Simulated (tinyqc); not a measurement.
## Absorption coefficient and reflectance from two thicknesses

Inverse problem. With transparent contact layers the responsivity is (1 - Rf)(1 - exp(-al wi)) q lam/(h c). The second absorber is twice as thick as the first. Find al and Rf.

Parameters, values chosen for the exercise:
```
symbol  value  unit     meaning
lam      1310    nm  wavelength
```

Constants: q = 1.602176634e-19 C, h = 6.62607015e-34 J s, c = 299792458 m/s. Results are converted to the units shown.

responsivity for wi = 0.37 and 0.74 um (A/W): 0.32724729  0.54187740

Solution. The ratio of the responsivities is 1 + exp(-al w1), which gives al; either value then gives 1 - Rf.

al = 1.14e4 1/cm
Rf = 0.100

Computed by the program tinyqc: `OMP_NUM_THREADS=1 python tinyqc.py 2250025 2250026 out.jsonl`, one thread of a shared Intel Xeon 2.30GHz, about 0.01 s for the whole run.
